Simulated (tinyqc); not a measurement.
Inside a calculation: six-band Luttinger-Kohn model with strain. Values are carried at full precision from step to step, so a last printed digit may differ when a step is redone from the rounded ones.

Constants: hbar^2/2m0 = 3.80998211 eV angstrom^2.

Parameters, chosen for this exercise (near those of Si; the results hold for these values, not for the real material):
- C11 = 164.9 GPa
- C12 = 64.2 GPa
- C44 = 79.3 GPa
- load = uniaxial [100] (kind of stress)
- X = 0.5 GPa (stress)
- Dso = 0.044 eV (spin-orbit splitting)
- g1 = 4.28 (Luttinger gamma1)
- g2 = 0.34 (gamma2)
- g3 = 1.45 (gamma3)
- av = 2.45 eV (valence hydrostatic potential)
- b = -2.08 eV (tetragonal shear potential)
- d = -4.83 eV (trigonal shear potential)
- k = (-0.021, 0.017, 0.045) 1/angstrom (wave vector)
- kmax = 0.12 1/angstrom (end of the path)

## Strain from a uniaxial [100] stress

s11 = (C11 + C12)/((C11 - C12)(C11 + 2 C12)), s12 = -C12/((C11 - C12)(C11 + 2 C12)), s44 = 1/C44; exx = s11 sxx + s12 (syy + szz) and cyclic, exy = s44 sxy/2; tension is positive. A uniaxial stress X along the unit vector n is s_ij = X n_i n_j.

s11, s12, s44 (1/TPa): 7.7568  -2.1737  12.6103

strain tensor:
```
,x,y,z
x,0.003878,0.000000,0.000000
y,0.000000,-0.001087,0.000000
z,0.000000,0.000000,-0.001087
```

The volume changes by +0.170 %; there is no shear in the cubic axes, so d does not enter.

## The terms P, Q, R, S at one k

P = c g1 k^2 - av tr(e); Q = c g2 (kx^2 + ky^2 - 2 kz^2) - (b/2)(exx + eyy - 2 ezz); R = c sqrt3 [-g2 (kx^2 - ky^2) + 2i g3 kx ky] + (sqrt3/2) b (exx - eyy) - i d exy; S = 2 c sqrt3 g3 (kx - i ky) kz - d (exz - i eyz); c = hbar^2/2m0, e the strain tensor (not engineering shear).

Form the four terms.

Terms (eV):
```
term,from k,from strain
P,0.04493,-0.00418
Q,-0.00430,0.00516
R,-0.00034-0.00683i,-0.00894
S,-0.01808-0.01464i,0.00000
```

## The Hamiltonian

Six-band Luttinger-Kohn model in the basis |3/2,3/2>, |3/2,1/2>, |3/2,-1/2>, |3/2,-3/2>, |1/2,1/2>, |1/2,-1/2>, electron energies, zero at the top of the unstrained valence band. H = -[rows: (P+Q, -S, R, 0, -S/r2, r2 R); (-S*, P-Q, 0, R, -r2 Q, r32 S); (R*, 0, P-Q, S, r32 S*, r2 Q); (0, R*, S*, P+Q, -r2 R*, -S*/r2); (-S*/r2, -r2 Q, r32 S, -r2 R, P+Dso, 0); (r2 R*, r32 S*, r2 Q, -S/r2, 0, P+Dso)], r2 = sqrt(2), r32 = sqrt(3/2). Levels are twofold.

Each term is the sum of its two parts.

H(k) (eV), lower triangle (Hermitian):
```
,3/2,3/2,3/2,1/2,3/2,-1/2,3/2,-3/2,1/2,1/2,1/2,-1/2
3/2,3/2,-0.0416
3/2,1/2,-0.0181+0.0146i,-0.0399
3/2,-1/2,0.0093-0.0068i,0,-0.0399
3/2,-3/2,0,0.0093-0.0068i,0.0181-0.0146i,-0.0416
1/2,1/2,-0.0128+0.0104i,0.0012,0.0221+0.0179i,-0.0131-0.0097i,-0.0847
1/2,-1/2,0.0131-0.0097i,0.0221-0.0179i,-0.0012,-0.0128-0.0104i,0,-0.0847
```

## Levels and their make-up

Diagonalise H. The weights add +m and -m and are averaged over each pair; m is taken along z.

levels from the top, each twofold (eV): -0.0106  -0.0436  -0.1120

weights:
```
,top,second,third
|3/2,+-3/2>,0.405,0.429,0.166
|3/2,+-1/2>,0.526,0.275,0.199
|1/2,+-1/2>,0.069,0.296,0.635
```

The top pair is 53 % |3/2,+-1/2>, the second pair is 43 % |3/2,+-3/2> and the third pair is 64 % |1/2,+-1/2>.

## Band edges at k = 0
Diagonalise H at k = 0. The weights add +m and -m (m along z) and are averaged over each pair.

edges from the top (eV): 0.0145  -0.0007  -0.0453

weights at k = 0:
```
,top,second,third
|3/2,+-3/2>,0.250,0.658,0.092
|3/2,+-1/2>,0.750,0.219,0.031
|1/2,+-1/2>,0.000,0.122,0.878
```

The stress splits the top two pairs by 15.2 meV, 0.59 times kT at 300 K (25.85 meV); the third lies 59.8 meV below the top, against Dso = 44 meV without stress.

## Hole masses at the edges

Curvature at k = 0: m/m0 = -2 c h^2/(E(h u) + E(-h u) - 2 E(0)) with h = 0.0002 1/angstrom along the unit vector u.

Hole masses (m0):
```
direction,top,second,third
[110],0.243,0.234,0.224
[1-10],0.243,0.234,0.224
[100],0.278,0.235,0.200
[001],0.216,0.233,0.255
```

Of the directions listed, the top pair is lightest along [001] (0.216) and heaviest along [100] (0.278). These masses hold only for hole energies well below the splitting of 15 meV.

## Bands along [100] and [001]

Six points from 0 to kmax in each direction.

Levels (eV):
```
direction,|k| (1/angstrom),top,second,third,"top, no stress","second, no stress"
[100],0.000,0.0145,-0.0007,-0.0453,0.0000,0.0000
[100],0.024,0.0066,-0.0099,-0.0563,-0.0079,-0.0108
[100],0.048,-0.0171,-0.0367,-0.0904,-0.0316,-0.0418
[100],0.072,-0.0566,-0.0791,-0.1493,-0.0711,-0.0889
[100],0.096,-0.1119,-0.1366,-0.2338,-0.1264,-0.1490
[100],0.120,-0.1830,-0.2091,-0.3438,-0.1975,-0.2226
[001],0.000,0.0145,-0.0007,-0.0453,0.0000,0.0000
[001],0.024,0.0046,-0.0103,-0.0539,-0.0079,-0.0108
[001],0.048,-0.0224,-0.0410,-0.0807,-0.0316,-0.0418
[001],0.072,-0.0637,-0.0918,-0.1295,-0.0711,-0.0889
[001],0.096,-0.1198,-0.1553,-0.2073,-0.1264,-0.1490
[001],0.120,-0.1912,-0.2300,-0.3147,-0.1975,-0.2226
```

## Checks

- Levels against the same model in the basis X, Y, Z times spin: they agree to 1e-10 or better.

Run: tinyqc, `OMP_NUM_THREADS=1 python tinyqc.py 1080047 1080048 out.jsonl`; Intel(R) Xeon(R) Processor @ 2.30GHz, one thread, shared host; about 0.3 s of CPU time with all checks.
